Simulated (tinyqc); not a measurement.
Inside a calculation. Method: harmonic frequencies on the RHF/sto-3g surface (energies and gradients from PySCF), for BeH2, spin multiplicity 1. One step of it, computed by the program tinyqc.

Problem. One row of the Hessian: 3Hy. Displace 3Hy by +/-0.01 bohr; H(k, :) = (g(+) - g(-)) / (2 delta).

optimised positions (bohr), order 1Be, 2H, 3H:
```
[[-0.009504, -0.052245, 0.045947],
 [0.040250, 2.385840, 0.065207],
 [-0.059092, -2.490442, 0.026797]]
```

gradient at +delta (hartree/bohr), order 1Be, 2H, 3H:
```
[[-0.00004822, -0.00239823, -0.00001959],
 [-0.00000047, -0.00000478, 0.00000030],
 [0.00004870, 0.00240301, 0.00001929]]
```

gradient at -delta (hartree/bohr), order 1Be, 2H, 3H:
```
[[0.00004080, 0.00240426, 0.00001480],
 [0.00000313, -0.00004082, 0.00000169],
 [-0.00004393, -0.00236344, -0.00001649]]
```

Give: row of the Hessian.

Solution.

row of the Hessian (hartree/bohr^2): [-0.00445, -0.24012, -0.00172, -0.00018, 0.00180, -0.00007, 0.00463, 0.23832, 0.00179]
